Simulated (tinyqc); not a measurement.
Order-disorder in a binary alloy on two sublattices: Bragg-Williams and pair (quasi-chemical) approximations: one step, computed by the program tinyqc.

All z = 6 neighbours of a site lie on the other sublattice. B fills the sublattices with x + eta/2 and x - eta/2; energies are per site, from the pure components: u = -z w y with y the probability of an A-B bond taken in one order.

Task: Critical temperatures. Bragg-Williams: k_B T_c = 2 z w x (1 - x). Pair approximation at x = 1/2: k_B T_c = w/ln(z/(z - 2)).

Inputs (values chosen for the exercise, for a model alloy): ordering energy w = (e_AA + e_BB)/2 - e_AB = 32.8 meV; fraction x of B = 0.48.

Lattice: simple cubic (z = 6).

Constants: k_B = 8.617333262e-05 eV/K.

Give: T_c, Bragg-Williams; T_c, pair approximation at x = 1/2.

Result:

T_c, Bragg-Williams = 1140 K

T_c, pair approximation at x = 1/2 = 938.7 K

At x = 1/2 the pair value is 0.822 of the Bragg-Williams one; the ratio tends to 1 as z grows.
